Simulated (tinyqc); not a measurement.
Hubbard chain of 6 sites, step by step. One step of it, computed by the program tinyqc.

Problem. Mean-field iteration 3. H(up) = T + U n(down), H(down) = T + U n(up); fill the lowest levels; n(new) = n + mixing (n(out) - n); E = tr T (rho up + rho down) + U sum n_up n_down of the output.

one-body matrix (hopping and site energies) (eV), order 1, 2, 3, 4, 5, 6:
$$\begin{pmatrix}
0.000000 & -0.910000 & 0.000000 & 0.000000 & 0.000000 & 0.000000 \\
-0.910000 & 0.000000 & -0.910000 & 0.000000 & 0.000000 & 0.000000 \\
0.000000 & -0.910000 & 0.000000 & -0.910000 & 0.000000 & 0.000000 \\
0.000000 & 0.000000 & -0.910000 & 0.000000 & -0.910000 & 0.000000 \\
0.000000 & 0.000000 & 0.000000 & -0.910000 & 0.000000 & -0.910000 \\
0.000000 & 0.000000 & 0.000000 & 0.000000 & -0.910000 & 0.000000
\end{pmatrix}$$

U = 1.400000 eV

electrons, up and down: [3, 2]

mixing = 1

n(up) after iteration 2: 1 0.669874, 2 0.373164, 3 0.568824, 4 0.418089, 5 0.506711, 6 0.463338

n(down) after iteration 2: 1 0.154983, 2 0.521519, 3 0.275265, 4 0.366232, 5 0.355626, 6 0.326375

Give: levels, up; levels, down; energy; n(up) after iteration 3; n(down) after iteration 3.

Solution.

levels, up (eV): [-1.1510, -0.6501, -0.0149, 0.8283, 1.6468, 2.1410]

levels, down (eV): [-0.9687, -0.4578, 0.3122, 1.1632, 1.8305, 2.3206]

energy = -4.5632 eV

n(up) after iteration 3: 1 0.6485, 2 0.3926, 3 0.5459, 4 0.4437, 5 0.4965, 6 0.4728

n(down) after iteration 3: 1 0.1778, 2 0.5041, 3 0.3073, 4 0.3450, 5 0.4351, 6 0.2307
